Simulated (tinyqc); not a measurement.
# p-type polysilicon, carrier trapping at grain boundaries: effects of single changes

One-dimensional grains of size Lg, uniform ionised doping N, monovalent traps Qt at each boundary at a depth Et below (for electrons) or above (for holes) the band edge there, abrupt depletion of width W on each side of a boundary, Boltzmann statistics. xi is the distance from the band edge at the grain centre to the Fermi level. Trapped charge Qt/(1 + exp((xi + VB - Et)/Vt)) = 2 N W, barrier VB = q N W^2/(2 eps0 eps_r).

Parameters, values chosen for the exercise; values of the order met in polycrystalline silicon:
```
symbol,value,unit,meaning
T,300,K,temperature
eps_r,11.7,,relative permittivity
NB,2.65e19,cm^-3,valence-band density of states at T
Lg,16,nm,grain size
Qt,1.9e12,cm^-2,trap density of a grain boundary
Et,0.35,eV,depth of the trap level from the majority band edge at the boundary
ms,0.54,m0,mass for thermionic emission
fe,0.12,,correction factor of the emission rate
mug,60,cm^2/(V s),mobility inside the grains
N,7.2e18,cm^-3,doping
```

Constants: q = 1.602176634e-19 C, kB = 1.380649e-23 J/K, m0 = 9.1093837015e-31 kg, Vt = kB T/q, eps0 = 8.8541878128e-14 F/cm where lengths are in cm. Results are converted to the units shown.

Each table varies one quantity; the others keep the values above.

## Effect of the doping

If the trap equation with xi = Vt ln(NB/N) has a root W < Lg/2, the grain is partly depleted; otherwise W = Lg/2 and the trap equation gives xi = Et - VB + Vt ln(Qt/(N Lg) - 1). N* = Qt/Lg. n0 = NB exp(-xi/Vt); mean density n0 (1 - 2 W/Lg) by charge balance in a partly depleted grain, and n0 (sqrt(pi)/2) erf(u)/u with u = sqrt(VB/Vt) in a fully depleted one; v = sqrt(kB T/(2 pi ms m0)); barrier resistivity Vt exp(VB/Vt)/(q fe n0 v Lg); grain resistivity (1 - 2 W/Lg)/(q n0 mug); effective mobility 1/(q mean density total resistivity). Rows with xi above 0.45 V, towards mid-gap, are left out, since the other carrier type is ignored.

Results:

| N (cm^-3) | N/N* | depleted share 2 W/Lg | VB (V) | xi (V) | mean density (cm^-3) | resistivity (ohm cm) | effective mobility (cm^2/(V s)) |
|---|---|---|---|---|---|---|---|
| 5.9e16 | 0.04968 | 1.000 | 0.002920 | 0.4234 | 1.972e12 | 1.256e5 | 25.20 |
| 1e17 | 0.08421 | 1.000 | 0.004949 | 0.4067 | 3.658e12 | 7.142e4 | 23.89 |
| 1.8e17 | 0.1516 | 1.000 | 0.008908 | 0.3856 | 7.898e12 | 3.676e4 | 21.50 |
| 3e17 | 0.2526 | 1.000 | 0.01485 | 0.3632 | 1.757e13 | 1.943e4 | 18.28 |
| 5.2e17 | 0.4379 | 1.000 | 0.02574 | 0.3307 | 5.509e13 | 8431 | 13.44 |
| 9e17 | 0.7579 | 1.000 | 0.04454 | 0.2760 | 3.876e14 | 2098 | 7.676 |
| 1.6e18 | 1.347 | 0.7421 | 0.04361 | 0.07257 | 4.126e17 | 0.7919 | 19.10 |
| 2.7e18 | 2.274 | 0.4398 | 0.02585 | 0.05904 | 1.513e18 | 0.2527 | 16.33 |
| 8e18 | 6.737 | 0.1484 | 0.008724 | 0.03096 | 6.813e18 | 0.05129 | 17.86 |

Estimate the missing row, N = 4.6e18 cm^-3.

Computed row:

| N (cm^-3) | N/N* | depleted share 2 W/Lg | VB (V) | xi (V) | mean density (cm^-3) | resistivity (ohm cm) | effective mobility (cm^2/(V s)) |
|---|---|---|---|---|---|---|---|
| 4.6e18 | 3.874 | 0.2581 | 0.01517 | 0.04527 | 3.413e18 | 0.1065 | 17.17 |

With this row back in the table: As N goes from 5.9e16 to 8e18, VB goes from 0.00292 through a maximum of 0.0445 (at N = 9e17 among the rows listed) to 0.00872 V, the resistivity falls from 1.26e5 to 0.0513 ohm cm and the effective mobility moves up and down between 7.68 and 25.2 cm^2/(V s). The steepest fall of the resistivity among the rows, as N^(-13.7), lies between N = 9e17 and 1.6e18 cm^-3; N* = 1.19e18 cm^-3. While the grain is fully depleted VB grows as N; once the traps are full it falls as 1/N. For N = 2.7e18, 4.6e18, 8e18 xi is under 2.5 Vt, where Boltzmann statistics begin to fail. For N = 5.9e16, 1e17, 1.8e17, 3e17, 5.2e17, 2.7e18, 4.6e18, 8e18 VB is below Vt, where abrupt depletion and thermionic emission are rough. For N = 1.6e18 the grain is near the changeover between partial and full depletion, within a few Debye lengths, where both limits are rough.

## Effect of the grain size

Same model as above.

N* = Qt/Lg.

The same in every row: VB (V) = 0.009693; xi (V) = 0.03369.

Results:

| Lg (nm) | N/N* | depleted share 2 W/Lg | mean density (cm^-3) | resistivity (ohm cm) | effective mobility (cm^2/(V s)) |
|---|---|---|---|---|---|
| 10 | 3.789 | 0.2639 | 5.300e18 | 0.08486 | 13.88 |
| 17 | 6.442 | 0.1552 | 6.082e18 | 0.05587 | 18.37 |
| 31 | 11.75 | 0.08512 | 6.587e18 | 0.03716 | 25.50 |
| 94 | 35.62 | 0.02807 | 6.998e18 | 0.02194 | 40.66 |
| 160 | 60.63 | 0.01649 | 7.081e18 | 0.01885 | 46.76 |
| 290 | 109.9 | 0.009100 | 7.134e18 | 0.01688 | 51.84 |
| 500 | 189.5 | 0.005278 | 7.162e18 | 0.01586 | 54.96 |

Estimate the missing row, Lg = 53 nm.

Computed row:

| Lg (nm) | N/N* | depleted share 2 W/Lg | mean density (cm^-3) | resistivity (ohm cm) | effective mobility (cm^2/(V s)) |
|---|---|---|---|---|---|
| 53 | 20.08 | 0.04979 | 6.842e18 | 0.02773 | 32.90 |

With this row back in the table: As Lg goes from 10 to 500, VB stays at 0.00969 V, the resistivity falls from 0.0849 to 0.0159 ohm cm and the effective mobility rises from 13.9 to 55.0 cm^2/(V s). In every row xi is under 2.5 Vt, where Boltzmann statistics begin to fail. In every row VB is below Vt, where abrupt depletion and thermionic emission are rough.

Program tinyqc, `OMP_NUM_THREADS=1 python tinyqc.py 2830054 2830055 out.jsonl`; Intel Xeon 2.30GHz, shared host, one thread, about 0.01 s.
